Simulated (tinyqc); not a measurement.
# Vibrations of a mass or spring defect in a linear chain, step by step

A worked calculation. Computed by tinyqc, a small Python program that keeps every step. Command: `OMP_NUM_THREADS=1 python tinyqc.py 3017970 3017971 out.jsonl localmode walk`. One thread of a shared host (Intel(R) Xeon(R) Processor @ 2.30GHz), about 0.01 s of CPU time with the checks. Intermediate numbers are printed to about 5 digits and carried at full precision; extremes and crossings named in words are read from the listed rows.

A ring of N atoms with nearest-neighbour springs k and motion along the chain. Atom 1 is the defect, of mass M', and its two springs are k'. Odd sites are A (the defect replaces an A atom), even sites B.

Inputs (values chosen for the exercise, for a model chain): spring constant k = 1.54 eV/angstrom^2; mass M_A = 68.9 u; mass M_B = 262 u; defect mass M' = 40.3 u; spring ratio k'/k at the defect = 0.89; atoms in the ring N = 12; isotope mass step = 2 u.

Host: diatomic.

Constants: nu for 1 eV/(angstrom^2 u) = 15.6333042 THz.

## Band edges of the host

Host bands: lambda from 0 to 2k/M(heavy) and from 2k/M(light) to 2k (1/M_A + 1/M_B). nu = 15.6333042 THz x sqrt(lambda), lambda in eV/(angstrom^2 u).

band edges (THz): [0.0000, 1.6950, 3.3053, 3.7146]

## Dynamical matrix of the ring

D_ii = (sum of the two springs at i)/M_i, D_ij = -k_ij/sqrt(M_i M_j) for neighbours, closed into a ring.

D (eV/(angstrom^2 u)):
```
            1          2          3          4          5          6          7          8
1    0.068020  -0.013339   0.000000   0.000000   0.000000   0.000000   0.000000   0.000000
2   -0.013339   0.011109  -0.011462   0.000000   0.000000   0.000000   0.000000   0.000000
3    0.000000  -0.011462   0.044702  -0.011462   0.000000   0.000000   0.000000   0.000000
4    0.000000   0.000000  -0.011462   0.011756  -0.011462   0.000000   0.000000   0.000000
5    0.000000   0.000000   0.000000  -0.011462   0.044702  -0.011462   0.000000   0.000000
6    0.000000   0.000000   0.000000   0.000000  -0.011462   0.011756  -0.011462   0.000000
7    0.000000   0.000000   0.000000   0.000000   0.000000  -0.011462   0.044702  -0.011462
8    0.000000   0.000000   0.000000   0.000000   0.000000   0.000000  -0.011462   0.011756
9    0.000000   0.000000   0.000000   0.000000   0.000000   0.000000   0.000000  -0.011462
10   0.000000   0.000000   0.000000   0.000000   0.000000   0.000000   0.000000   0.000000
11   0.000000   0.000000   0.000000   0.000000   0.000000   0.000000   0.000000   0.000000
12  -0.013339   0.000000   0.000000   0.000000   0.000000   0.000000   0.000000   0.000000

            9         10         11         12
1    0.000000   0.000000   0.000000  -0.013339
2    0.000000   0.000000   0.000000   0.000000
3    0.000000   0.000000   0.000000   0.000000
4    0.000000   0.000000   0.000000   0.000000
5    0.000000   0.000000   0.000000   0.000000
6    0.000000   0.000000   0.000000   0.000000
7    0.000000   0.000000   0.000000   0.000000
8   -0.011462   0.000000   0.000000   0.000000
9    0.044702  -0.011462   0.000000   0.000000
10  -0.011462   0.011756  -0.011462   0.000000
11   0.000000  -0.011462   0.044702  -0.011462
12   0.000000   0.000000  -0.011462   0.011109
```

## Frequencies of the ring

Diagonalise D and leave out the zero eigenvalue of the uniform shift.

nonzero frequencies (THz): [0.7556, 0.7806, 1.3855, 1.4207, 1.6808, 3.3347, 3.4347, 3.5190, 3.6331, 3.6893, 4.2566]

1 mode(s) lie outside the host bands, at 4.257 THz.

## The highest mode of a long ring

The same matrix for 120 atoms; amplitudes are the mass-weighted eigenvector, in size, relative to the defect, for the highest mode; its weight is the squared component of the normalised eigenvector on the defect.

highest frequency, long ring = 4.2566 THz

weight of the highest mode on the defect = 0.88912

amplitudes on atoms 1 to 8: [1.0000, 0.2292, 0.0968, 0.0193, 0.0081, 0.0016, 0.0007, 0.0001]

ratio to the top of the host band = 1.1459

A local mode: it lies 14.6 % above the host band and its amplitude falls by a factor 11.89 every two atoms beyond the first neighbour.

## Convergence with the size of the ring

The formulas are those given above.

Highest mode:
```
N    frequency (THz)  weight on the defect  modes outside the bands
4             4.2681               0.86618                        1
6             4.2576               0.88522                        1
8             4.2567               0.88863                        1
12            4.2566               0.88911                        1
20            4.2566               0.88912                        1
40            4.2566               0.88912                        1
80            4.2566               0.88912                        1
120           4.2566               0.88912                        1
```

The local mode is within 0.01 % of its final value from N = 8 on, and its weight on the defect settles at 0.889: a bound mode needs only a cell larger than its decay length.

## Isotope shift of the local mode

Raise M' by the isotope step in the 120-atom ring. First order, good only for a step much smaller than M': Delta nu/nu = -(1/2) (weight on the defect) Delta M'/M'; a defect vibrating against fixed neighbours would give sqrt(M'/(M' + step)) - 1.

shift, exact = -2.1147 %

shift, first order = -2.2062 %

shift, fixed neighbours = -2.3927 %

The shift is 88 % of the fixed-neighbour value; all other atoms together carry 11 % of the kinetic energy of the mode.

Checks made by the program: sum of eigenvalues against the trace of D (relative difference below 1e-10).
